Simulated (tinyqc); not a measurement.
# Mobility of a non-polar semiconductor in the relaxation-time approximation, step by step

A worked calculation. Computed by tinyqc, a small Python program that keeps every step. Command: `OMP_NUM_THREADS=1 python tinyqc.py 3012220 3012221 out.jsonl rta walk`. One thread of a shared host (Intel(R) Xeon(R) Processor @ 2.30GHz), about 0.01 s of CPU time with the checks. Intermediate numbers are printed to about 7 digits and carried at full precision; extremes and crossings named in words are read from the listed rows.

Each valley is treated as a sphere of mass m_d for states and rates, with one isotropic relaxation time; the conductivity mass m_c sets the current.

Inputs (values chosen for the exercise, modelled on electrons in silicon): longitudinal mass m_l = 0.904 m_0; transverse mass m_t = 0.193 m_0; equivalent valleys Z = 6; non-parabolicity alpha = 0.55 1/eV; static permittivity eps_s = 11.7; density rho = 2329 kg/m^3; sound velocity v_l = 9270 m/s; acoustic deformation potential D_A = 10 eV; phonon energy hbar w = 59 meV; optical or intervalley deformation potential D_o = 4.6 1e8 eV/cm; final valleys Z_f = 5; carrier density n = 3.8e+14 1/cm^3; compensation ratio C = 0; temperature T = 300 K; neutral impurity density N_n = 2.2e+16 1/cm^3.

Band: Kane. Impurity formula: Brooks-Herring. Further scattering: neutral impurities.

Constants: k_B = 8.617333262e-05 eV/K; m_0 = 9.1093837015e-31 kg; e = 1.602176634e-19 C; hbar = 1.054571817e-34 J s; eps_0 = 8.8541878128e-12 F/m; k_B = 1.380649e-23 J/K; hbar = 6.582119569e-16 eV s.

## Masses

m_d = (m_l m_t^2)^(1/3); 1/m_c = (1/m_l + 2/m_t)/3; Hall mass factor A = 3 K_m (K_m + 2)/(2 K_m + 1)^2, K_m = m_l/m_t; N_I = n (1 + C)/(1 - C).

density-of-states mass m_d = 0.3229196 m_0

conductivity mass m_c = 0.2615772 m_0

Hall mass factor A = 0.8737460

ionised impurity density N_I = 3.80e+14 1/cm^3

## Fermi level and screening

Kane band: hbar^2 k^2/(2 m) = E (1 + alpha E), speed v = hbar k/(m (1 + 2 alpha E)), states per spin, volume and energy g(E) = m k (1 + 2 alpha E)/(2 pi^2 hbar^2); overlap factors are set to 1. Here m = m_d. Masses are multiplied by m_0 and all formulas are in SI units. The reduced Fermi level eta = E_F/(k_B T) solves n = 2 Z int g f dE with f = 1/(1 + exp(x - eta)) (Z = 1 unless valleys are given); screening length L_s = sqrt(eps_s eps_0 k_B T/(e^2 dn/deta)), dn/deta = 2 Z int g f (1 - f) dE. Integrals over x = E/(k_B T) use 160 Gauss-Legendre points in u = sqrt(x) from 0 to sqrt(max(eta, 0) + 32).

reduced Fermi level eta = -11.24677

screening length L_s = 209.7338 nm

The gas is non-degenerate (eta < -2), and L_s is close to the Debye length.

## Rates at a few energies

Phonon occupation N_q = 1/(exp(hbar w/(k_B T)) - 1). Acoustic deformation potential (elastic, equipartition, absorption and emission together): 1/tau = 2 pi k_B T D_A^2 g(E)/(hbar rho v_l^2). Optical or intervalley deformation potential: 1/tau = (pi Z_f D_o^2/(rho w)) [N_q g(E + hbar w) + (N_q + 1) g(E - hbar w)], with g = 0 below the band edge. Each optical term is multiplied by (1 - f(E'))/(1 - f(E)), E' the final energy, for Pauli blocking. Singly charged impurities, momentum relaxation: 1/tau = N_I e^4 m (1 + 2 alpha E) Phi/(8 pi (eps_s eps_0)^2 hbar^3 k^3), with alpha = 0 for a parabolic band. Brooks-Herring: Phi = ln(1 + b) - b/(1 + b), b = 4 k^2 L_s^2. Neutral impurities (Erginsoy): 1/tau = 20 N_n a_B hbar/m, a_B = 4 pi eps_s eps_0 hbar^2/(m e^2).

Rates (1e12/s) at E = (max(eta, 0) + 0.5, 1, 2, 4) k_B T:
```
E (meV)   acoustic   optical  ionised impurity  neutral impurity
12.9260   1.428858  0.534715        0.05718022         0.3024392
25.8520   2.056258  0.590438        0.02188492         0.3024392
51.7040   3.009272  0.696635        0.00836219         0.3024392
103.4080  4.546352  4.870469        0.00320025         0.3024392
```

## Mobility for each process alone

mu = (m_d/m_c) (2 Z e/(3 n k_B T)) int g v^2 tau f (1 - f) dE. Averages over x are split at the emission threshold x_0 = hbar w/(k_B T): 64 Gauss-Legendre points in sqrt(x) below it and 128 in sqrt(x - x_0) above it, up to x = max(eta, 0) + 32.

acoustic mobility = 2231.617 cm^2/(V s)

optical mobility = 6244.493 cm^2/(V s)

ionised impurity mobility = 1116381 cm^2/(V s)

neutral impurity mobility = 20764.27 cm^2/(V s)

## All processes together

Rates are added at each energy before the average. With <y> = int g v^2 y f (1 - f) dE: Hall factor r_H = A (3 n k_B T/(2 Z m_d)) <tau^2/(1 + 2 alpha E)>/<tau>^2 (alpha = 0 for a parabolic band); Hall mobility r_H mu; |S| = (k_B/e) (<x tau>/<tau> - eta); resistivity 1/(n e mu).

drift mobility mu = 1406.175 cm^2/(V s)

Hall factor r_H = 1.113757

Hall mobility = 1566.137 cm^2/(V s)

Seebeck coefficient |S| = 1124.674 microvolt/K

resistivity = 11.68064 ohm cm

Taking r_H = 1 in a Hall measurement would give a density 0.898 times the true one. Caution: Erginsoy's formula holds for k a_B below about 0.5 and for dopants that stay neutral, which means low temperature; elsewhere it is only a rough constant rate.

## Matthiessen's rule against the full average

Matthiessen's rule adds 1/mu of the separate processes.

Separate mobilities:
```
process           mu (cm^2/(V s))  share of the sum of 1/mu (%)
acoustic             2.231617e+03                  6.817345e+01
optical              6.244493e+03                  2.436340e+01
ionised impurity     1.116381e+06                  1.362770e-01
neutral impurity     2.076427e+04                  7.326869e+00
```

mobility by Matthiessen's rule = 1521.371 cm^2/(V s)

excess of Matthiessen's rule over the full mu = 8.192154 %

The rule gives 1521 against the full 1406, 8.2 % too high; it can only overestimate, since each separate average is carried by the energies where that process is weak. The largest shares are acoustic (68 %) and optical (24 %).

Checks made by the program: the sum rule (2 Z/(3 k_B T)) int g v^2 (1 + 2 alpha E) f (1 - f) dE = n/m_d (relative difference 4e-10).
